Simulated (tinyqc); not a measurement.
RHF in the 3-21g basis, for H3+, spin multiplicity 1, step by step (part 1 of 2). Computed by tinyqc, a small Python program that keeps every step (integrals from PySCF). Settings: charge = 1, multiplicity = 1, basis = 3-21g, energy threshold = 1e-08, iteration cap = 87, orthogonalisation = symmetric, start = core, DIIS depth = 6, method = RHF. Command: `OMP_NUM_THREADS=1 python tinyqc.py 29887 29888 out.jsonl` (the two numbers bound the seeds that draw the settings). One thread of a shared host (Intel(R) Xeon(R) Processor @ 2.60GHz), about 0.05 s of CPU time with the checks. Later iterations appear only in the table of the cycle.

## One-electron integrals

Geometry (angstrom):
```
atom       x       y        z
H     0.0000  0.0000   0.0000
H     0.0000  0.0000   0.7510
H     0.0000  0.5720  -0.5420
```

Basis 3-21g: exponents (1/bohr^2) and contraction coefficients of normalised primitives:
```
element  l (shell)  exponent  coefficient
H            s (1)    5.4472       0.1563
H            s (1)    0.8245       0.9047
H            s (2)    0.1832       1.0000
```

Overlap, kinetic and nuclear-attraction integrals over the contracted functions; the nuclear repulsion is the sum of Za Zb / Rab.

nuclear repulsion = 1.750448 hartree

overlap S, order 1H 1s, 1H 2s, 2H 1s, 2H 2s, 3H 1s, 3H 2s:
$$\begin{pmatrix}
1.0000 & 0.6459 & 0.3940 & 0.4763 & 0.3602 & 0.4619 \\
0.6459 & 1.0000 & 0.4763 & 0.8315 & 0.4619 & 0.8162 \\
0.3940 & 0.4763 & 1.0000 & 0.6459 & 0.0441 & 0.2195 \\
0.4763 & 0.8315 & 0.6459 & 1.0000 & 0.2195 & 0.5200 \\
0.3602 & 0.4619 & 0.0441 & 0.2195 & 1.0000 & 0.6459 \\
0.4619 & 0.8162 & 0.2195 & 0.5200 & 0.6459 & 1.0000
\end{pmatrix}$$

kinetic energy T (hartree), order 1H 1s, 1H 2s, 2H 1s, 2H 2s, 3H 1s, 3H 2s:
$$\begin{pmatrix}
1.5494 & 0.2932 & 0.1979 & 0.1721 & 0.1530 & 0.1626 \\
0.2932 & 0.2748 & 0.1721 & 0.2004 & 0.1626 & 0.1939 \\
0.1979 & 0.1721 & 1.5494 & 0.2932 & -0.0562 & 0.0279 \\
0.1721 & 0.2004 & 0.2932 & 0.2748 & 0.0279 & 0.0806 \\
0.1530 & 0.1626 & -0.0562 & 0.0279 & 1.5494 & 0.2932 \\
0.1626 & 0.1939 & 0.0279 & 0.0806 & 0.2932 & 0.2748
\end{pmatrix}$$

nuclear attraction V (hartree), order 1H 1s, 1H 2s, 2H 1s, 2H 2s, 3H 1s, 3H 2s:
$$\begin{pmatrix}
-3.0876 & -1.6384 & -1.1286 & -1.2128 & -1.0151 & -1.1726 \\
-1.6384 & -1.7651 & -1.1266 & -1.4440 & -1.0811 & -1.4158 \\
-1.1286 & -1.1266 & -2.7941 & -1.4605 & -0.1197 & -0.5296 \\
-1.2128 & -1.4440 & -1.4605 & -1.5955 & -0.5236 & -0.9230 \\
-1.0151 & -1.0811 & -0.1197 & -0.5236 & -2.7630 & -1.4439 \\
-1.1726 & -1.4158 & -0.5296 & -0.9230 & -1.4439 & -1.5846
\end{pmatrix}$$

core Hamiltonian H = T + V (hartree), order 1H 1s, 1H 2s, 2H 1s, 2H 2s, 3H 1s, 3H 2s:
$$\begin{pmatrix}
-1.5382 & -1.3452 & -0.9308 & -1.0407 & -0.8621 & -1.0100 \\
-1.3452 & -1.4903 & -0.9545 & -1.2436 & -0.9185 & -1.2219 \\
-0.9308 & -0.9545 & -1.2447 & -1.1674 & -0.1759 & -0.5018 \\
-1.0407 & -1.2436 & -1.1674 & -1.3207 & -0.4957 & -0.8424 \\
-0.8621 & -0.9185 & -0.1759 & -0.4957 & -1.2136 & -1.1508 \\
-1.0100 & -1.2219 & -0.5018 & -0.8424 & -1.1508 & -1.3098
\end{pmatrix}$$

## Two-electron integrals

Functions are numbered as in S; the eight-fold symmetry (ij|kl) = (ji|kl) = (kl|ij) leaves the list below.

Two-electron integrals (ij|kl) in chemists' order, unique and non-zero (hartree):
```
(11|11) 1.1401   (21|11) 0.6114   (21|21) 0.3452   (22|11) 0.6264
(22|21) 0.3803   (22|22) 0.4830   (31|11) 0.3716   (31|21) 0.2106
(31|22) 0.2326   (31|31) 0.1631   (32|11) 0.3359   (32|21) 0.2022
(32|22) 0.2488   (32|31) 0.1642   (32|32) 0.1871   (33|11) 0.6679
(33|21) 0.4102   (33|22) 0.5176   (33|31) 0.3716   (33|32) 0.4440
(33|33) 1.1401   (41|11) 0.4440   (41|21) 0.2515   (41|22) 0.2788
(41|31) 0.1642   (41|32) 0.1609   (41|33) 0.3359   (41|41) 0.1871
(42|11) 0.4951   (42|21) 0.3023   (42|22) 0.3896   (42|31) 0.2032
(42|32) 0.2286   (42|33) 0.4951   (42|41) 0.2286   (42|42) 0.3339
(43|11) 0.4102   (43|21) 0.2513   (43|22) 0.3208   (43|31) 0.2106
(43|32) 0.2515   (43|33) 0.6114   (43|41) 0.2022   (43|42) 0.3023
(43|43) 0.3452   (44|11) 0.5176   (44|21) 0.3208   (44|22) 0.4296
(44|31) 0.2326   (44|32) 0.2788   (44|33) 0.6264   (44|41) 0.2488
(44|42) 0.3896   (44|43) 0.3803   (44|44) 0.4830   (51|11) 0.3347
(51|21) 0.1904   (51|22) 0.2116   (51|31) 0.0990   (51|32) 0.0930
(51|33) 0.1789   (51|41) 0.1324   (51|42) 0.1573   (51|43) 0.1137
(51|44) 0.1584   (51|51) 0.1358   (52|11) 0.3179   (52|21) 0.1922
(52|22) 0.2385   (52|31) 0.0975   (52|32) 0.0972   (52|33) 0.1888
(52|41) 0.1328   (52|42) 0.1742   (52|43) 0.1209   (52|44) 0.1759
(52|51) 0.1447   (52|52) 0.1759   (53|11) 0.0428   (53|21) 0.0241
(53|22) 0.0263   (53|31) 0.0156   (53|32) 0.0150   (53|33) 0.0307
(53|41) 0.0179   (53|42) 0.0214   (53|43) 0.0186   (53|44) 0.0231
(53|51) 0.0144   (53|52) 0.0146   (53|53) 0.0020   (54|11) 0.1609
(54|21) 0.0962   (54|22) 0.1167   (54|31) 0.0508   (54|32) 0.0505
(54|33) 0.0986   (54|41) 0.0674   (54|42) 0.0872   (54|43) 0.0628
(54|44) 0.0892   (54|51) 0.0701   (54|52) 0.0824   (54|53) 0.0075
(54|54) 0.0395   (55|11) 0.6433   (55|21) 0.3975   (55|22) 0.5086
(55|31) 0.1922   (55|32) 0.1936   (55|33) 0.3741   (55|41) 0.2705
(55|42) 0.3626   (55|43) 0.2412   (55|44) 0.3607   (55|51) 0.3347
(55|52) 0.4299   (55|53) 0.0307   (55|54) 0.1970   (55|55) 1.1401
(61|11) 0.4299   (61|21) 0.2436   (61|22) 0.2702   (61|31) 0.1417
(61|32) 0.1352   (61|33) 0.2696   (61|41) 0.1750   (61|42) 0.2103
(61|43) 0.1672   (61|44) 0.2195   (61|51) 0.1447   (61|52) 0.1493
(61|53) 0.0175   (61|54) 0.0739   (61|55) 0.3179   (61|61) 0.1759
(62|11) 0.4835   (62|21) 0.2954   (62|22) 0.3812   (62|31) 0.1689
(62|32) 0.1774   (62|33) 0.3599   (62|41) 0.2120   (62|42) 0.2953
(62|43) 0.2263   (62|44) 0.3155   (62|51) 0.1823   (62|52) 0.2171
(62|53) 0.0211   (62|54) 0.1041   (62|55) 0.4835   (62|61) 0.2171
(62|62) 0.3217   (63|11) 0.1649   (63|21) 0.0981   (63|22) 0.1180
(63|31) 0.0770   (63|32) 0.0849   (63|33) 0.1970   (63|41) 0.0772
(63|42) 0.1062   (63|43) 0.1126   (63|44) 0.1266   (63|51) 0.0472
(63|52) 0.0492   (63|53) 0.0075   (63|54) 0.0256   (63|55) 0.0986
(63|61) 0.0666   (63|62) 0.0863   (63|63) 0.0395   (64|11) 0.3150
(64|21) 0.1920   (64|22) 0.2462   (64|31) 0.1203   (64|32) 0.1308
(64|33) 0.2746   (64|41) 0.1419   (64|42) 0.2020   (64|43) 0.1699
(64|44) 0.2263   (64|51) 0.1105   (64|52) 0.1271   (64|53) 0.0142
(64|54) 0.0627   (64|55) 0.2746   (64|61) 0.1380   (64|62) 0.1989
(64|63) 0.0627   (64|64) 0.1306   (65|11) 0.3975   (65|21) 0.2447
(65|22) 0.3158   (65|31) 0.1224   (65|32) 0.1241   (65|33) 0.2412
(65|41) 0.1684   (65|42) 0.2282   (65|43) 0.1551   (65|44) 0.2299
(65|51) 0.1904   (65|52) 0.2436   (65|53) 0.0186   (65|54) 0.1126
(65|55) 0.6114   (65|61) 0.1922   (65|62) 0.2954   (65|63) 0.0628
(65|64) 0.1699   (65|65) 0.3452   (66|11) 0.5086   (66|21) 0.3158
(66|22) 0.4248   (66|31) 0.1714   (66|32) 0.1807   (66|33) 0.3607
(66|41) 0.2231   (66|42) 0.3190   (66|43) 0.2299   (66|44) 0.3347
(66|51) 0.2116   (66|52) 0.2702   (66|53) 0.0231   (66|54) 0.1266
(66|55) 0.6264   (66|61) 0.2385   (66|62) 0.3812   (66|63) 0.0892
(66|64) 0.2263   (66|65) 0.3803   (66|66) 0.4830
```

## Orthogonalisation

S = U s U^T; symmetric (Loewdin) form X = U s^(-1/2) U^T, so that X^T S X = 1.

eigenvalues of S: [0.0493, 0.2297, 0.4480, 0.5654, 1.2069, 3.5006]

X, order 1H 1s, 1H 2s, 2H 1s, 2H 2s, 3H 1s, 3H 2s:
$$\begin{pmatrix}
1.2958 & -0.5539 & -0.1569 & 0.0899 & -0.1330 & 0.0796 \\
-0.5539 & 3.0814 & -0.0104 & -1.2463 & -0.0177 & -1.1815 \\
-0.1569 & -0.0104 & 1.2736 & -0.4655 & 0.0572 & 0.0486 \\
0.0899 & -1.2463 & -0.4655 & 2.0011 & 0.0482 & 0.1848 \\
-0.1330 & -0.0177 & 0.0572 & 0.0482 & 1.2654 & -0.4649 \\
0.0796 & -1.1815 & 0.0486 & 0.1848 & -0.4649 & 1.9406
\end{pmatrix}$$

## Starting guess

The start is the orbitals of the core Hamiltonian; D = 2 C_occ C_occ^T.

D at the start, order 1H 1s, 1H 2s, 2H 1s, 2H 2s, 3H 1s, 3H 2s:
$$\begin{pmatrix}
0.4911 & 0.2778 & 0.2460 & 0.0272 & 0.2267 & 0.0256 \\
0.2778 & 0.1571 & 0.1391 & 0.0154 & 0.1282 & 0.0145 \\
0.2460 & 0.1391 & 0.1232 & 0.0136 & 0.1135 & 0.0128 \\
0.0272 & 0.0154 & 0.0136 & 0.0015 & 0.0125 & 0.0014 \\
0.2267 & 0.1282 & 0.1135 & 0.0125 & 0.1046 & 0.0118 \\
0.0256 & 0.0145 & 0.0128 & 0.0014 & 0.0118 & 0.0013
\end{pmatrix}$$

## Iteration 1: building the Fock matrix

J_ij = sum D_kl (ij|kl), K_ij = sum D_kl (ik|jl); F = H + J - 0.5 K; E = tr D H + tr D J / 2 - 0.25 tr D K + E_nn.

Coulomb J (hartree), order 1H 1s, 1H 2s, 2H 1s, 2H 2s, 3H 1s, 3H 2s:
$$\begin{pmatrix}
1.7734 & 1.0079 & 0.6413 & 0.7415 & 0.5731 & 0.7155 \\
1.0079 & 1.1345 & 0.6367 & 0.9177 & 0.5975 & 0.8925 \\
0.6413 & 0.6367 & 1.3494 & 0.8067 & 0.0726 & 0.3059 \\
0.7415 & 0.9177 & 0.8067 & 0.9979 & 0.2968 & 0.5837 \\
0.5731 & 0.5975 & 0.0726 & 0.2968 & 1.2862 & 0.7749 \\
0.7155 & 0.8925 & 0.3059 & 0.5837 & 0.7749 & 0.9746
\end{pmatrix}$$

exchange K (hartree), order 1H 1s, 1H 2s, 2H 1s, 2H 2s, 3H 1s, 3H 2s:
$$\begin{pmatrix}
1.5293 & 1.1225 & 0.8150 & 0.8900 & 0.7389 & 0.8582 \\
1.1225 & 0.9138 & 0.6768 & 0.7372 & 0.6183 & 0.7115 \\
0.8150 & 0.6768 & 0.7143 & 0.6202 & 0.3399 & 0.4714 \\
0.8900 & 0.7372 & 0.6202 & 0.6273 & 0.4467 & 0.5505 \\
0.7389 & 0.6183 & 0.3399 & 0.4467 & 0.6184 & 0.5557 \\
0.8582 & 0.7115 & 0.4714 & 0.5505 & 0.5557 & 0.5881
\end{pmatrix}$$

Fock matrix F (hartree), order 1H 1s, 1H 2s, 2H 1s, 2H 2s, 3H 1s, 3H 2s:
$$\begin{pmatrix}
-0.5295 & -0.8986 & -0.6970 & -0.7442 & -0.6585 & -0.7236 \\
-0.8986 & -0.8127 & -0.6562 & -0.6945 & -0.6301 & -0.6851 \\
-0.6970 & -0.6562 & -0.2525 & -0.6708 & -0.2733 & -0.4316 \\
-0.7442 & -0.6945 & -0.6708 & -0.6364 & -0.4223 & -0.5340 \\
-0.6585 & -0.6301 & -0.2733 & -0.4223 & -0.2366 & -0.6537 \\
-0.7236 & -0.6851 & -0.4316 & -0.5340 & -0.6537 & -0.6292
\end{pmatrix}$$

total energy of this density = -1.173060 hartree

## Iteration 1: diagonalisation and new density

Diagonalise F' = X^T F X, C = X C', fill 1 alpha and 1 beta electrons from the bottom; D = 2 C_occ C_occ^T. Each column has its largest component positive (the first on a tie).

F' = X^T F X (hartree):
$$\begin{pmatrix}
0.2770 & -0.6682 & -0.4992 & -0.1016 & -0.4547 & -0.1025 \\
-0.6682 & 0.1125 & -0.1454 & -0.1829 & -0.1456 & -0.1776 \\
-0.4992 & -0.1454 & 0.3843 & -0.5599 & 0.0633 & -0.0584 \\
-0.1016 & -0.1829 & -0.5599 & 0.0125 & -0.0573 & -0.1170 \\
-0.4547 & -0.1456 & 0.0633 & -0.0573 & 0.3621 & -0.5529 \\
-0.1025 & -0.1776 & -0.0584 & -0.1170 & -0.5529 & 0.0020
\end{pmatrix}$$

orbital energies (hartree): MO1 -1.1046, MO2 -0.2906, MO3 0.0043, MO4 0.5649, MO5 0.7232, MO6 1.2530

coefficients C, order 1H 1s, 1H 2s, 2H 1s, 2H 2s, 3H 1s, 3H 2s:
$$\begin{pmatrix}
0.3745 & -0.0129 & 0.2071 & -0.7300 & 0.0160 & -1.1516 \\
0.3053 & -0.0417 & 2.5847 & 1.6652 & -0.0359 & 1.7893 \\
0.2367 & -0.2627 & -0.0125 & -0.5761 & 0.8413 & 0.8393 \\
0.0868 & -0.6987 & -1.7191 & -0.1388 & -1.0384 & -1.1270 \\
0.2278 & 0.2741 & 0.0009 & -0.5491 & -0.9382 & 0.7296 \\
0.0873 & 0.7758 & -1.5838 & -0.1638 & 1.1304 & -0.9990
\end{pmatrix}$$

D after iteration 1, order 1H 1s, 1H 2s, 2H 1s, 2H 2s, 3H 1s, 3H 2s:
$$\begin{pmatrix}
0.2805 & 0.2287 & 0.1773 & 0.0650 & 0.1706 & 0.0654 \\
0.2287 & 0.1864 & 0.1445 & 0.0530 & 0.1391 & 0.0533 \\
0.1773 & 0.1445 & 0.1120 & 0.0411 & 0.1078 & 0.0413 \\
0.0650 & 0.0530 & 0.0411 & 0.0151 & 0.0395 & 0.0152 \\
0.1706 & 0.1391 & 0.1078 & 0.0395 & 0.1038 & 0.0398 \\
0.0654 & 0.0533 & 0.0413 & 0.0152 & 0.0398 & 0.0152
\end{pmatrix}$$

## Iteration 2: building the Fock matrix

As before.

Coulomb J (hartree), order 1H 1s, 1H 2s, 2H 1s, 2H 2s, 3H 1s, 3H 2s:
$$\begin{pmatrix}
1.6333 & 0.9437 & 0.6017 & 0.6952 & 0.5420 & 0.6723 \\
0.9437 & 1.0935 & 0.6115 & 0.8874 & 0.5804 & 0.8663 \\
0.6017 & 0.6115 & 1.3048 & 0.7809 & 0.0683 & 0.2926 \\
0.6952 & 0.8874 & 0.7809 & 0.9729 & 0.2867 & 0.5655 \\
0.5420 & 0.5804 & 0.0683 & 0.2867 & 1.2641 & 0.7602 \\
0.6723 & 0.8663 & 0.2926 & 0.5655 & 0.7602 & 0.9575
\end{pmatrix}$$

exchange K (hartree), order 1H 1s, 1H 2s, 2H 1s, 2H 2s, 3H 1s, 3H 2s:
$$\begin{pmatrix}
1.3019 & 1.0435 & 0.7458 & 0.8388 & 0.6934 & 0.8162 \\
1.0435 & 0.9398 & 0.6800 & 0.7697 & 0.6398 & 0.7512 \\
0.7458 & 0.6800 & 0.7108 & 0.6371 & 0.3391 & 0.4813 \\
0.8388 & 0.7697 & 0.6371 & 0.6691 & 0.4651 & 0.5871 \\
0.6934 & 0.6398 & 0.3391 & 0.4651 & 0.6497 & 0.5945 \\
0.8162 & 0.7512 & 0.4813 & 0.5871 & 0.5945 & 0.6420
\end{pmatrix}$$

Fock matrix F (hartree), order 1H 1s, 1H 2s, 2H 1s, 2H 2s, 3H 1s, 3H 2s:
$$\begin{pmatrix}
-0.5558 & -0.9233 & -0.7020 & -0.7649 & -0.6668 & -0.7459 \\
-0.9233 & -0.8667 & -0.6830 & -0.7412 & -0.6580 & -0.7312 \\
-0.7020 & -0.6830 & -0.2952 & -0.7050 & -0.2772 & -0.4498 \\
-0.7649 & -0.7412 & -0.7050 & -0.6823 & -0.4416 & -0.5705 \\
-0.6668 & -0.6580 & -0.2772 & -0.4416 & -0.2743 & -0.6878 \\
-0.7459 & -0.7312 & -0.4498 & -0.5705 & -0.6878 & -0.6733
\end{pmatrix}$$

total energy of this density = -1.219944 hartree

## Iteration 2: DIIS over 2 matrices

error matrix X^T (FDS - SDF) X:
$$\begin{pmatrix}
0.0000 & 0.0248 & 0.0095 & 0.0219 & 0.0099 & 0.0219 \\
-0.0248 & 0.0000 & -0.0083 & 0.0030 & -0.0071 & 0.0033 \\
-0.0095 & 0.0083 & 0.0000 & 0.0085 & 0.0006 & 0.0086 \\
-0.0219 & -0.0030 & -0.0085 & 0.0000 & -0.0075 & 0.0003 \\
-0.0099 & 0.0071 & -0.0006 & 0.0075 & 0.0000 & 0.0076 \\
-0.0219 & -0.0033 & -0.0086 & -0.0003 & -0.0076 & 0.0000
\end{pmatrix}$$

B (overlaps of the stored error matrices):
$$\begin{pmatrix}
2.7296087e-01 & 3.2941566e-02 \\
3.2941566e-02 & 4.3247274e-03
\end{pmatrix}$$

Minimise |sum c_i e_i|^2 with sum c_i = 1: solve [B -1; -1 0][c; lambda] = [0; -1] with B_ij = tr e_i^T e_j, and take F = sum c_i F_i.

DIIS coefficients: [-0.1354, 1.1354]

extrapolated F (hartree), order 1H 1s, 1H 2s, 2H 1s, 2H 2s, 3H 1s, 3H 2s:
$$\begin{pmatrix}
-0.5594 & -0.9266 & -0.7027 & -0.7677 & -0.6679 & -0.7489 \\
-0.9266 & -0.8741 & -0.6867 & -0.7475 & -0.6618 & -0.7374 \\
-0.7027 & -0.6867 & -0.3010 & -0.7097 & -0.2778 & -0.4523 \\
-0.7677 & -0.7475 & -0.7097 & -0.6885 & -0.4442 & -0.5755 \\
-0.6679 & -0.6618 & -0.2778 & -0.4442 & -0.2795 & -0.6924 \\
-0.7489 & -0.7374 & -0.4523 & -0.5755 & -0.6924 & -0.6793
\end{pmatrix}$$

## Iteration 2: diagonalisation and new density

As before.

F' = X^T F X (hartree):
$$\begin{pmatrix}
0.2425 & -0.6579 & -0.4790 & -0.1072 & -0.4407 & -0.1102 \\
-0.6579 & 0.0669 & -0.1517 & -0.1984 & -0.1531 & -0.1932 \\
-0.4790 & -0.1517 & 0.3386 & -0.5718 & 0.0647 & -0.0633 \\
-0.1072 & -0.1984 & -0.5718 & -0.0094 & -0.0629 & -0.1268 \\
-0.4407 & -0.1531 & 0.0647 & -0.0629 & 0.3277 & -0.5674 \\
-0.1102 & -0.1932 & -0.0633 & -0.1268 & -0.5674 & -0.0149
\end{pmatrix}$$

orbital energies (hartree): MO1 -1.1533, MO2 -0.3210, MO3 -0.0105, MO4 0.5369, MO5 0.7035, MO6 1.1959

coefficients C, order 1H 1s, 1H 2s, 2H 1s, 2H 2s, 3H 1s, 3H 2s:
$$\begin{pmatrix}
0.3587 & -0.0090 & 0.2170 & -0.7578 & -0.0098 & -1.1368 \\
0.3007 & -0.0170 & 2.5878 & 1.6539 & 0.0122 & 1.7968 \\
0.2323 & -0.2796 & -0.0270 & -0.5813 & 0.8321 & 0.8403 \\
0.1009 & -0.6975 & -1.6966 & -0.1116 & -1.0614 & -1.1424 \\
0.2244 & 0.2871 & -0.0188 & -0.5195 & -0.9382 & 0.7469 \\
0.1018 & 0.7421 & -1.5781 & -0.1828 & 1.1316 & -1.0273
\end{pmatrix}$$

D after iteration 2, order 1H 1s, 1H 2s, 2H 1s, 2H 2s, 3H 1s, 3H 2s:
$$\begin{pmatrix}
0.2573 & 0.2158 & 0.1667 & 0.0724 & 0.1610 & 0.0730 \\
0.2158 & 0.1809 & 0.1397 & 0.0607 & 0.1349 & 0.0612 \\
0.1667 & 0.1397 & 0.1080 & 0.0469 & 0.1043 & 0.0473 \\
0.0724 & 0.0607 & 0.0469 & 0.0204 & 0.0453 & 0.0206 \\
0.1610 & 0.1349 & 0.1043 & 0.0453 & 0.1007 & 0.0457 \\
0.0730 & 0.0612 & 0.0473 & 0.0206 & 0.0457 & 0.0207
\end{pmatrix}$$

## Iteration 3: building the Fock matrix

As before.

Coulomb J (hartree), order 1H 1s, 1H 2s, 2H 1s, 2H 2s, 3H 1s, 3H 2s:
$$\begin{pmatrix}
1.6131 & 0.9341 & 0.5956 & 0.6883 & 0.5371 & 0.6658 \\
0.9341 & 1.0870 & 0.6073 & 0.8826 & 0.5772 & 0.8620 \\
0.5956 & 0.6073 & 1.2969 & 0.7765 & 0.0676 & 0.2905 \\
0.6883 & 0.8826 & 0.7765 & 0.9689 & 0.2850 & 0.5626 \\
0.5371 & 0.5772 & 0.0676 & 0.2850 & 1.2588 & 0.7571 \\
0.6658 & 0.8620 & 0.2905 & 0.5626 & 0.7571 & 0.9544
\end{pmatrix}$$

exchange K (hartree), order 1H 1s, 1H 2s, 2H 1s, 2H 2s, 3H 1s, 3H 2s:
$$\begin{pmatrix}
1.2696 & 1.0308 & 0.7341 & 0.8305 & 0.6844 & 0.8089 \\
1.0308 & 0.9421 & 0.6785 & 0.7736 & 0.6405 & 0.7559 \\
0.7341 & 0.6785 & 0.7069 & 0.6378 & 0.3375 & 0.4815 \\
0.8305 & 0.7736 & 0.6378 & 0.6749 & 0.4663 & 0.5920 \\
0.6844 & 0.6405 & 0.3375 & 0.4663 & 0.6498 & 0.5978 \\
0.8089 & 0.7559 & 0.4815 & 0.5920 & 0.5978 & 0.6493
\end{pmatrix}$$

Fock matrix F (hartree), order 1H 1s, 1H 2s, 2H 1s, 2H 2s, 3H 1s, 3H 2s:
$$\begin{pmatrix}
-0.5599 & -0.9264 & -0.7022 & -0.7676 & -0.6672 & -0.7487 \\
-0.9264 & -0.8744 & -0.6864 & -0.7479 & -0.6615 & -0.7379 \\
-0.7022 & -0.6864 & -0.3012 & -0.7098 & -0.2771 & -0.4520 \\
-0.7676 & -0.7479 & -0.7098 & -0.6892 & -0.4439 & -0.5759 \\
-0.6672 & -0.6615 & -0.2771 & -0.4439 & -0.2797 & -0.6925 \\
-0.7487 & -0.7379 & -0.4520 & -0.5759 & -0.6925 & -0.6801
\end{pmatrix}$$

total energy of this density = -1.220771 hartree

## Iteration 3: DIIS over 3 matrices

error matrix X^T (FDS - SDF) X:
$$\begin{pmatrix}
0.0000 & -0.0004 & -0.0005 & 0.0006 & -0.0007 & 0.0006 \\
0.0004 & 0.0000 & -0.0002 & 0.0008 & -0.0004 & 0.0009 \\
0.0005 & 0.0002 & 0.0000 & 0.0008 & -0.0001 & 0.0008 \\
-0.0006 & -0.0008 & -0.0008 & 0.0000 & -0.0009 & 0.0000 \\
0.0007 & 0.0004 & 0.0001 & 0.0009 & 0.0000 & 0.0009 \\
-0.0006 & -0.0009 & -0.0008 & 0.0000 & -0.0009 & 0.0000
\end{pmatrix}$$

B (overlaps of the stored error matrices):
$$\begin{pmatrix}
2.7296087e-01 & 3.2941566e-02 & 1.9105456e-04 \\
3.2941566e-02 & 4.3247274e-03 & 8.7294491e-05 \\
1.9105456e-04 & 8.7294491e-05 & 1.2308555e-05
\end{pmatrix}$$

As before.

DIIS coefficients: [0.0255, -0.2181, 1.1926]

extrapolated F (hartree), order 1H 1s, 1H 2s, 2H 1s, 2H 2s, 3H 1s, 3H 2s:
$$\begin{pmatrix}
-0.5600 & -0.9264 & -0.7021 & -0.7676 & -0.6671 & -0.7487 \\
-0.9264 & -0.8744 & -0.6864 & -0.7480 & -0.6614 & -0.7380 \\
-0.7021 & -0.6864 & -0.3013 & -0.7098 & -0.2769 & -0.4520 \\
-0.7676 & -0.7480 & -0.7098 & -0.6894 & -0.4438 & -0.5760 \\
-0.6671 & -0.6614 & -0.2769 & -0.4438 & -0.2798 & -0.6926 \\
-0.7487 & -0.7380 & -0.4520 & -0.5760 & -0.6926 & -0.6802
\end{pmatrix}$$

## Iteration 3: diagonalisation and new density

As before.

F' = X^T F X (hartree):
$$\begin{pmatrix}
0.2408 & -0.6572 & -0.4782 & -0.1073 & -0.4397 & -0.1102 \\
-0.6572 & 0.0667 & -0.1512 & -0.1986 & -0.1525 & -0.1935 \\
-0.4782 & -0.1512 & 0.3381 & -0.5718 & 0.0653 & -0.0633 \\
-0.1073 & -0.1986 & -0.5718 & -0.0104 & -0.0628 & -0.1272 \\
-0.4397 & -0.1525 & 0.0653 & -0.0628 & 0.3270 & -0.5674 \\
-0.1102 & -0.1935 & -0.0633 & -0.1272 & -0.5674 & -0.0161
\end{pmatrix}$$

orbital energies (hartree): MO1 -1.1530, MO2 -0.3220, MO3 -0.0114, MO4 0.5358, MO5 0.7026, MO6 1.1941

coefficients C, order 1H 1s, 1H 2s, 2H 1s, 2H 2s, 3H 1s, 3H 2s:
$$\begin{pmatrix}
0.3588 & -0.0092 & 0.2183 & -0.7585 & -0.0096 & -1.1361 \\
0.2987 & -0.0175 & 2.5862 & 1.6559 & 0.0114 & 1.7976 \\
0.2318 & -0.2797 & -0.0272 & -0.5808 & 0.8318 & 0.8410 \\
0.1025 & -0.6968 & -1.6960 & -0.1130 & -1.0612 & -1.1436 \\
0.2237 & 0.2873 & -0.0189 & -0.5192 & -0.9383 & 0.7471 \\
0.1034 & 0.7422 & -1.5770 & -0.1841 & 1.1321 & -1.0280
\end{pmatrix}$$

D after iteration 3, order 1H 1s, 1H 2s, 2H 1s, 2H 2s, 3H 1s, 3H 2s:
$$\begin{pmatrix}
0.2575 & 0.2143 & 0.1664 & 0.0736 & 0.1606 & 0.0742 \\
0.2143 & 0.1784 & 0.1385 & 0.0613 & 0.1337 & 0.0618 \\
0.1664 & 0.1385 & 0.1075 & 0.0475 & 0.1037 & 0.0480 \\
0.0736 & 0.0613 & 0.0475 & 0.0210 & 0.0459 & 0.0212 \\
0.1606 & 0.1337 & 0.1037 & 0.0459 & 0.1001 & 0.0463 \\
0.0742 & 0.0618 & 0.0480 & 0.0212 & 0.0463 & 0.0214
\end{pmatrix}$$
